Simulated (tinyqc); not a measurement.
# Worked calculation: band offsets of oxides on a semiconductor by the charge-neutrality-level model

tinyqc, about 0.01 s, one thread, Intel Xeon 2.30GHz (shared host): `OMP_NUM_THREADS=1 python tinyqc.py 2410079 2410080 out.jsonl` Printed values are rounded.

Each material has a charge-neutrality level at the depth Phi = chi + Eg - CNL below vacuum. For oxide B on semiconductor A, dEc = (chiA - PhiA) - (chiB - PhiB) + S (PhiA - PhiB), dEv = EgB - EgA - dEc, with the pinning factor S = 1/(1 + 0.1 (eps_inf - 1)^2) of the oxide. S = 1 is the affinity rule, S = 0 aligns the two levels.

Parameters, values chosen for the exercise; substrate values close to those of silicon:
```
symbol  value  unit                                             meaning
EgA      1.09    eV                            gap of the semiconductor
chiA     3.97    eV                               its electron affinity
cA        0.3    eV  its charge-neutrality level above the valence edge
```

Range of the model: The model ignores the chemistry of the actual interface, which can move offsets by several tenths of an eV.

## One oxide

oxide values (close to silicon dioxide): Eg (eV) 8.76, chi (eV) 0.89, CNL (eV) 4.46, eps_inf 2.26

Depths of both levels, S and the two offsets.

PhiA = 4.76 eV
PhiB = 5.19 eV
S = 0.8629915
dEc = 3.138914 eV
dEv = 4.531086 eV

The limits are dEc = 3.08 eV (S = 1) and 3.51 eV (S = 0).

## Oxides compared

Oxides (values chosen for the exercise, close to those of the materials named):
```
                 Eg (eV)  chi (eV)  CNL above Ev (eV)  eps_inf
silicon dioxide     8.76      0.89               4.46     2.26
silicon nitride      5.2      2.14               2.56     4.02
aluminium oxide     8.76      1.03               5.58     3.32
hafnium oxide       5.88      2.44               3.64     3.94
zirconium oxide     5.69       2.5               3.63     4.72
titanium oxide      3.06      3.87               2.21     7.69
tantalum oxide      4.31       3.3               3.26      4.7
```

The same for each oxide, with both limits.

Offsets:
```
                      S  dEc (eV)  dEv (eV)  dEc, S = 1 (eV)  dEc, S = 0 (eV)
silicon dioxide  0.8630     3.139     4.531            3.080            3.510
silicon nitride  0.5230     1.840     2.270            1.830            1.850
aluminium oxide  0.6501     2.748     4.922            2.940            2.390
hafnium oxide    0.5364     1.493     3.297            1.530            1.450
zirconium oxide  0.4195     1.354     3.246            1.470            1.270
titanium oxide   0.1826   0.06731     1.903           0.1000          0.06000
tantalum oxide   0.4221    0.4331     2.787           0.6700           0.2600
```

Both offsets exceed 1 eV for: silicon dioxide, silicon nitride, aluminium oxide, hafnium oxide, zirconium oxide. dEc falls short for: titanium oxide, tantalum oxide. The choice of S matters most for aluminium oxide, where the limits differ by 0.550 eV.
